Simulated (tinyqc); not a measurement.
Inside a calculation. Method: harmonic frequencies on the RHF/sto-3g surface (energies and gradients from PySCF), for BeH2, spin multiplicity 1. Computed by tinyqc, a small Python program that keeps every step (integrals from PySCF). Settings: charge = 0, multiplicity = 1, basis = sto-3g, delta = 0.005. Command: `OMP_NUM_THREADS=1 python tinyqc.py 27214 27215 out.jsonl` (the two numbers bound the seeds that draw the settings). One thread of a shared host (Intel(R) Xeon(R) Processor @ 2.60GHz), about 1 s of CPU time with the checks.

## One row of the Hessian: 3Hy

optimised positions (bohr):
```
            x          y          z
1Be  0.039062  -0.004392  -0.025818
2H   0.016947   2.433658  -0.079897
3H   0.061155  -2.442494   0.028236
```

gradient at +delta (hartree/bohr):
```
               x            y            z
1Be   0.00001034  -0.00119355   0.00002467
2H    0.00000020   0.00000538   0.00000080
3H   -0.00001054   0.00118817  -0.00002547
```

gradient at -delta (hartree/bohr):
```
               x            y            z
1Be  -0.00000949   0.00120726  -0.00002383
2H   -0.00000060  -0.00001265  -0.00000116
3H    0.00001009  -0.00119461   0.00002499
```

Displace 3Hy by +/-0.005 bohr; H(k, :) = (g(+) - g(-)) / (2 delta).

row of the Hessian (hartree/bohr^2): 1Bex 0.00198244, 1Bey -0.24008040, 1Bez 0.00485012, 2Hx 0.00008026, 2Hy 0.00180282, 2Hz 0.00019640, 3Hx -0.00206269, 3Hy 0.23827758, 3Hz -0.00504652

## Hessian by finite differences

All rows are made in the same way, and the matrix is symmetrised.

Hessian (symmetrised) (hartree/bohr^2), lower triangle:
```
             1Bex         1Bey         1Bez          2Hx          2Hy          2Hz          3Hx          3Hy
1Bex   0.04268783
1Bey  -0.00396674   0.48018468
1Bez   0.00008796  -0.00970256   0.04286703
2Hx   -0.02134204   0.00198449  -0.00004402   0.01068057
2Hy    0.00198434  -0.24010429   0.00485253  -0.00206474   0.23830148
2Hz   -0.00004401   0.00485269  -0.02143167   0.00004580  -0.00504908   0.01077383
3Hx   -0.02134670   0.00198225  -0.00004395   0.01066192   0.00008040  -0.00000178   0.01068523
3Hy    0.00198240  -0.24008039   0.00485002   0.00008025   0.00180282   0.00019639  -0.00206265   0.23827758
3Hz   -0.00004395   0.00484985  -0.02143626  -0.00000178   0.00019656   0.01065829   0.00004573  -0.00504641

            3Hz
3Hz  0.01077842
```

## Normal modes

masses (u): 1Be 9.012182, 2H 1.007825, 3H 1.007825

Diagonalise H_ij / sqrt(m_i m_j); the 5 smallest eigenvalues belong to translations and rotations; wavenumber = sqrt(eigenvalue / 1822.888) x 219474.63; each mode has its largest component positive (the first on a tie); zero-point energy = sum of wavenumbers / 2, with 349.755 1/cm per kcal/mol.

eigenvalues of the mass-weighted Hessian (hartree/(bohr^2 u)): 0.000000  0.000000  0.000000  0.000002  0.000002  0.025894  0.025894  0.234785  0.291662

harmonic wavenumbers of the vibrations (1/cm): 827.2  827.2  2490.8  2776.2

mass-weighted modes:
```
         mode 1     mode 2     mode 3     mode 4
1Bex  -0.097109  -0.416326  -0.000001   0.003875
1Bey  -0.010111  -0.001620  -0.000099  -0.427403
1Bez  -0.416221   0.097172   0.000000   0.009478
2Hx    0.145181   0.622425   0.006410  -0.005798
2Hy    0.015119   0.002424  -0.706756   0.639207
2Hz    0.622268  -0.145277   0.015676  -0.014178
3Hx    0.145214   0.622562  -0.006407  -0.005790
3Hy    0.015115   0.002420   0.707052   0.638879
3Hz    0.622405  -0.145309  -0.015676  -0.014165
```

zero-point energy = 9.894549 kcal/mol

Within a degenerate level the vectors are fixed only up to a rotation; this is one choice.
